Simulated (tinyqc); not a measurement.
Worked calculation: LCCD on RHF in the 3-21g basis, for H2, spin multiplicity 1. Computed by tinyqc, a small Python program that keeps every step (integrals from PySCF). Settings: charge = 0, multiplicity = 1, basis = 3-21g, method = RHF, energy threshold = 1e-10, iteration cap = 85, orthogonalisation = symmetric, start = Wolfsberg-Helmholz matrix, DIIS depth = 6, amplitude equations = LCCD, DIIS depth for amplitudes = 4, cap on updates = 89. Command: `OMP_NUM_THREADS=1 python tinyqc.py 29807 29808 out.jsonl` (the two numbers bound the seeds that draw the settings). One thread of a shared host (Intel(R) Xeon(R) Processor @ 2.60GHz), about 0.05 s of CPU time with the checks. The early iterations of the SCF are left out here.

## One-electron integrals

Geometry (angstrom):
```
atom,x,y,z
H,0.000000,0.000000,0.000000
H,0.000000,0.000000,0.877000
```

Basis 3-21g: exponents (1/bohr^2) and contraction coefficients of normalised primitives:
```
element,l (shell),exponent,coefficient
H,s (1),5.447178,0.156285
H,s (1),0.824547,0.904691
H,s (2),0.183192,1.000000
```

Overlap, kinetic and nuclear-attraction integrals over the contracted functions; the nuclear repulsion is the sum of Za Zb / Rab.

nuclear repulsion = 0.60339477 hartree

overlap S:
```
,1H 1s,1H 2s,2H 1s,2H 2s
1H 1s,1.000000,0.645899,0.285760,0.426344
1H 2s,0.645899,1.000000,0.426344,0.777572
2H 1s,0.285760,0.426344,1.000000,0.645899
2H 2s,0.426344,0.777572,0.645899,1.000000
```

kinetic energy T (hartree):
```
,1H 1s,1H 2s,2H 1s,2H 2s
1H 1s,1.549405,0.293152,0.064812,0.139764
1H 2s,0.293152,0.274788,0.139764,0.177831
2H 1s,0.064812,0.139764,1.549405,0.293152
2H 2s,0.139764,0.177831,0.293152,0.274788
```

nuclear attraction V (hartree):
```
,1H 1s,1H 2s,2H 1s,2H 2s
1H 1s,-2.323021,-1.165505,-0.624124,-0.796220
1H 2s,-1.165505,-1.192272,-0.796220,-0.979436
2H 1s,-0.624124,-0.796220,-2.323021,-1.165505
2H 2s,-0.796220,-0.979436,-1.165505,-1.192272
```

core Hamiltonian H = T + V (hartree):
```
,1H 1s,1H 2s,2H 1s,2H 2s
1H 1s,-0.773617,-0.872353,-0.559312,-0.656456
1H 2s,-0.872353,-0.917484,-0.656456,-0.801605
2H 1s,-0.559312,-0.656456,-0.773617,-0.872353
2H 2s,-0.656456,-0.801605,-0.872353,-0.917484
```

## Two-electron integrals

Functions are numbered as in S; the eight-fold symmetry (ij|kl) = (ji|kl) = (kl|ij) leaves the list below.

Two-electron integrals (ij|kl) in chemists' order, unique and non-zero (hartree):
```
i,j,k,l,(ij|kl)
1,1,1,1,1.140145
2,1,1,1,0.611403
2,1,2,1,0.345152
2,2,1,1,0.626370
2,2,2,1,0.380329
2,2,2,2,0.482957
3,1,1,1,0.255931
3,1,2,1,0.146910
3,1,2,2,0.165571
3,1,3,1,0.084817
3,2,1,1,0.276332
3,2,2,1,0.168723
3,2,2,2,0.213896
3,2,3,1,0.104401
3,2,3,2,0.149740
3,3,1,1,0.588657
3,3,2,1,0.368389
3,3,2,2,0.486601
3,3,3,1,0.255931
3,3,3,2,0.395274
3,3,3,3,1.140145
4,1,1,1,0.395274
4,1,2,1,0.224197
4,1,2,2,0.249010
4,1,3,1,0.104401
4,1,3,2,0.122836
4,1,3,3,0.276332
4,1,4,1,0.149740
4,2,1,1,0.454701
4,2,2,1,0.278251
4,2,2,2,0.360365
4,2,3,1,0.137596
4,2,3,2,0.189942
4,2,3,3,0.454701
4,2,4,1,0.189942
4,2,4,2,0.292005
4,3,1,1,0.368389
4,3,2,1,0.229192
4,3,2,2,0.303375
4,3,3,1,0.146910
4,3,3,2,0.224197
4,3,3,3,0.611403
4,3,4,1,0.168723
4,3,4,2,0.278251
4,3,4,3,0.345152
4,4,1,1,0.486601
4,4,2,1,0.303375
4,4,2,2,0.412850
4,4,3,1,0.165571
4,4,3,2,0.249010
4,4,3,3,0.626370
4,4,4,1,0.213896
4,4,4,2,0.360365
4,4,4,3,0.380329
4,4,4,4,0.482957
```

## Orthogonalisation

S = U s U^T; symmetric (Loewdin) form X = U s^(-1/2) U^T, so that X^T S X = 1.

eigenvalues of S: 0.138676  0.431587  0.797992  2.631745

X:
```
,1H 1s,1H 2s,2H 1s,2H 2s
1H 1s,1.244444,-0.481436,-0.073910,0.040017
1H 2s,-0.481436,1.727248,0.040017,-0.759181
2H 1s,-0.073910,0.040017,1.244444,-0.481436
2H 2s,0.040017,-0.759181,-0.481436,1.727248
```

## Iteration 8 (converged): orbitals

converged F (hartree):
```
,1H 1s,1H 2s,2H 1s,2H 2s
1H 1s,0.167187,-0.457920,-0.464784,-0.460541
1H 2s,-0.457920,-0.337152,-0.460541,-0.391503
2H 1s,-0.464784,-0.460541,0.167187,-0.457920
2H 2s,-0.460541,-0.391503,-0.457920,-0.337152
```

Diagonalise F' = X^T F X, C = X C', fill 1 alpha and 1 beta electrons from the bottom; D = 2 C_occ C_occ^T. Each column has its largest component positive (the first on a tie).

F' = X^T F X (hartree):
```
,1,2,3,4
1,0.754489,-0.625102,-0.355089,-0.129481
2,-0.625102,0.272586,-0.129481,-0.228475
3,-0.355089,-0.129481,0.754489,-0.625102
4,-0.129481,-0.228475,-0.625102,0.272586
```

orbital energies (hartree): MO1 -0.553457, MO2 0.223758, MO3 0.996967, MO4 1.386881

coefficients C:
```
,MO1,MO2,MO3,MO4
1H 1s,0.269157,0.133397,0.842648,-0.993575
1H 2s,0.342856,1.354300,-0.669665,1.180251
2H 1s,0.269157,-0.133397,0.842648,0.993575
2H 2s,0.342856,-1.354300,-0.669665,-1.180251
```

D after iteration 8:
```
,1H 1s,1H 2s,2H 1s,2H 2s
1H 1s,0.144891,0.184564,0.144891,0.184564
1H 2s,0.184564,0.235101,0.184564,0.235101
2H 1s,0.144891,0.184564,0.144891,0.184564
2H 2s,0.184564,0.235101,0.184564,0.235101
```

## Convergence

Stop when the energy changes by less than 1e-10 hartree and every element of the error matrix X^T (F D S - S D F) X is below 3e-06.

Course of the cycle:
```
iteration,E (hartree),change,largest element of the error matrix
1,-1.08678776,-,1.28e-01
2,-1.11114139,-2.44e-02,1.88e-02
3,-1.11167870,-5.37e-04,2.44e-05
4,-1.11167870,-7.45e-10,1.02e-05
5,-1.11167870,-9.40e-11,6.42e-06
6,-1.11167870,-2.91e-11,4.69e-06
7,-1.11167870,-1.26e-11,3.70e-06
8,-1.11167870,-2.07e-11,2.47e-09
```

PySCF RHF in the same basis = -1.11167870 hartree

Converged in 8 iterations.

## Integrals over molecular orbitals

(pq|rs) = sum C_ip C_jq C_kr C_ls (ij|kl), one index at a time.

one-electron integrals over orbitals h = C^T H C (hartree):
```
,1,2,3,4
1,-1.161617,0.000000,-0.147475,0.000000
2,0.000000,-0.588719,0.000000,0.199399
3,-0.147475,0.000000,0.016015,0.000000
4,0.000000,0.199399,0.000000,0.266743
```

Two-electron integrals over orbitals (pq|rs), unique and non-zero (hartree):
```
p,q,r,s,(pq|rs)
1,1,1,1,0.608160
2,1,2,1,0.103175
2,2,1,1,0.457826
2,2,2,2,0.416698
3,1,1,1,0.147475
3,1,2,2,0.064766
3,1,3,1,0.104107
3,2,2,1,-0.001313
3,2,3,2,0.035361
3,3,1,1,0.542529
3,3,2,2,0.418864
3,3,3,1,0.128963
3,3,3,3,0.507552
4,1,2,1,-0.080629
4,1,3,2,-0.041426
4,1,4,1,0.117594
4,2,1,1,-0.140014
4,2,2,2,-0.067371
4,2,3,1,-0.081320
4,2,3,3,-0.118171
4,2,4,2,0.079060
4,3,2,1,-0.112945
4,3,3,2,-0.025627
4,3,4,1,0.127923
4,3,4,3,0.167215
4,4,1,1,0.618866
4,4,2,2,0.470063
4,4,3,1,0.186801
4,4,3,3,0.573700
4,4,4,2,-0.168572
4,4,4,4,0.693562
```

## LCCD: starting amplitudes

t_ij^ab = <ij||ab> / (e_i + e_j - e_a - e_b), whose energy is MP2.

Starting amplitudes (spin orbitals 1a, 1b, ...; amplitudes related by a flip of all spins are not repeated):
```
from,to,t
1a 1b,2a 2b,-0.066375
1a 1b,3a 3b,-0.033574
1a 1b,4a 4b,-0.030303
1a 1b,2a 4b,0.029670
```

correlation energy = -0.01869130 hartree

## LCCD: amplitude update 1

t_ij^ab D_ij^ab are set to the remaining terms of the spin-orbital equations, evaluated with the old amplitudes; for the doubles these are <ij||ab> + 1/2 <ab||ef> t_ij^ef + 1/2 <mn||ij> t_mn^ab + P(ij)P(ab) <mb||ej> t_im^ae, D the orbital-energy denominators (linear CCD).

Amplitudes after update 1 (spin orbitals 1a, 1b, ...; amplitudes related by a flip of all spins are not repeated):
```
from,to,t
1a 1b,2a 2b,-0.094734
1a 1b,2a 4b,0.041386
1a 1b,3a 3b,-0.039854
1a 1b,4a 4b,-0.035304
```

correlation energy = -0.02474865 hartree

## LCCD: amplitude update 2

As before.

Amplitudes after update 2 (spin orbitals 1a, 1b, ...; amplitudes related by a flip of all spins are not repeated):
```
from,to,t
1a 1b,2a 2b,-0.107276
1a 1b,2a 4b,0.046104
1a 1b,3a 3b,-0.040781
1a 1b,4a 4b,-0.035851
```

correlation energy = -0.02696433 hartree

## LCCD: amplitude update 3

t_ij^ab D_ij^ab are set to the remaining terms of the spin-orbital equations, evaluated with the old amplitudes; for the doubles these are <ij||ab> + 1/2 <ab||ef> t_ij^ef + 1/2 <mn||ij> t_mn^ab + P(ij)P(ab) <mb||ej> t_im^ae, D the orbital-energy denominators (linear CCD). DIIS then mixes the stored amplitudes.

DIIS coefficients: -0.765417  1.765417

Amplitudes after update 3 (spin orbitals 1a, 1b, ...; amplitudes related by a flip of all spins are not repeated):
```
from,to,t
1a 1b,2a 2b,-0.117152
1a 1b,2a 4b,0.049552
1a 1b,3a 3b,-0.040786
1a 1b,4a 4b,-0.035696
```

correlation energy = -0.02852142 hartree

## LCCD: convergence

E_corr = 1/4 sum <ij||ab> t_ij^ab; stop when the norm of the change is below 1e-8.

Course of the amplitude iterations:
```
update,correlation energy (hartree),norm of the change
0,-0.01869130,-
1,-0.02474865,6.76e-02
2,-0.02696433,2.85e-02
3,-0.02852142,1.25e-02
4,-0.02849931,4.80e-04
5,-0.02849868,1.52e-05
6,-0.02849869,6.45e-07
7,-0.02849870,1.97e-07
8,-0.02849870,1.95e-10
```

Converged amplitudes (spin orbitals 1a, 1b, ...; amplitudes related by a flip of all spins are not repeated):
```
from,to,t
1a 1b,2a 2b,-0.117366
1a 1b,2a 4b,0.049521
1a 1b,3a 3b,-0.040571
1a 1b,4a 4b,-0.035547
```

LCCD total energy = -1.14017740 hartree

Converged in 8 updates, with DIIS from the third.
